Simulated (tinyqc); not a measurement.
MOS inversion layer, Poisson-Schroedinger loop: two steps of the calculation.

Electrons confined at an insulator interface at z = 0, treated as a hard wall; parabolic valleys, Hartree approximation, no image or exchange terms. The depletion charge lies far deeper than the electrons and gives a uniform field q Nd/(eps0 eps_r); the gate balances all charge. Energies are counted from the band edge at the interface.

Values chosen for this exercise; masses and permittivity close to those of germanium (100):
- T = 300 K (temperature)
- eps_r = 16.3 (relative permittivity)
- md1 = 0.292 m0 (in-plane density-of-states mass of set A)
- Ns = 1.8e12 cm^-2 (sheet density of electrons)
- a = 0.5 (mixing factor)

Constants: q = 1.602176634e-19 C, kB = 1.380649e-23 J/K, hbar = 1.054571817e-34 J s, m0 = 9.1093837015e-31 kg, Vt = kB T/q, eps0 = 8.8541878128e-14 F/cm where lengths are in cm. Results are converted to the units shown.

Question 1. Fermi level and occupations. Level k holds N_k = D_k Vt ln(1 + exp((EF - E_k)/Vt)) with D = 4 md1 m0 q/(pi hbar^2) per eV (spin included); EF is fixed by sum N_k = Ns.

levels (eV): A1 0.18888483, A2 0.32811272

Give: EF; N_k.

Answer 1.

EF = 0.1403 eV
N_k (cm^-2): A1 1.791e12, A2 8.816e9

Question 2. Density, output potential and mixing. n_i = sum_k N_k |psi_k|^2 (converted to cm^-3). Hartree part by Gauss: on the interval before node i the electrons still beyond are S_i = Ns - hz sum_(j<i) n_j, and U_i = U_(i-1) + q S_i hz/(eps0 eps_r) in eV, U_0 = 0 at the interface. Mixing: U(new) = U + a (U(out) - U).

```
node  z (nm)  self-consistent potential U at the start (eV)  |psi|^2 of A1 (1/nm)  |psi|^2 of A2 (1/nm)
1        0.9                                              0            0.09550594            0.08913830
2        1.8                                              0            0.24930430            0.14228562
3        2.7                                              0            0.29632960            0.04549273
4        3.6                                              0            0.23234492            0.00460175
5        4.5                                              0            0.13665157            0.10114253
6        5.4                                              0            0.06427274            0.20515761
7        6.3                                              0            0.02511950            0.21719014
8        7.2                                              0            0.00836943            0.15790588
9        8.1                                              0            0.00242154            0.08771333
10         9                                              0            0.00061697            0.03936126
11       9.9                                              0            0.00013994            0.01475975
12      10.8                                              0            0.00002849            0.00472232
13      11.7                                              0            0.00000522            0.00129802
14      12.6                                              0            0.00000084            0.00029700
15      13.5                                              0            0.00000010            0.00004487
```

N_k (cm^-2): A1 1.7911842e12, A2 8.8158430e9

Wanted: n; U(out); U after round 1.

Answer 2.

```
node  n (1e18 cm^-3)  U(out) (eV)  U after round 1 (eV)
1              1.719      0.01798               0.00899
2              4.478      0.03442               0.01721
3              5.312      0.04684               0.02342
4              4.162      0.05447               0.02724
5              2.457      0.05836               0.02918
6              1.169      0.06005               0.03002
7              0.469      0.06068               0.03034
8              0.164      0.06089               0.03045
9              0.051      0.06095               0.03048
10             0.015      0.06097               0.03049
11             0.004      0.06098               0.03049
12             0.001      0.06098               0.03049
13             0.000      0.06098               0.03049
14             0.000      0.06098               0.03049
15             0.000      0.06098               0.03049
```

Program tinyqc, `OMP_NUM_THREADS=1 python tinyqc.py 2160158 2160159 out.jsonl`; Intel Xeon 2.30GHz, shared host, one thread, about 0.5 s.
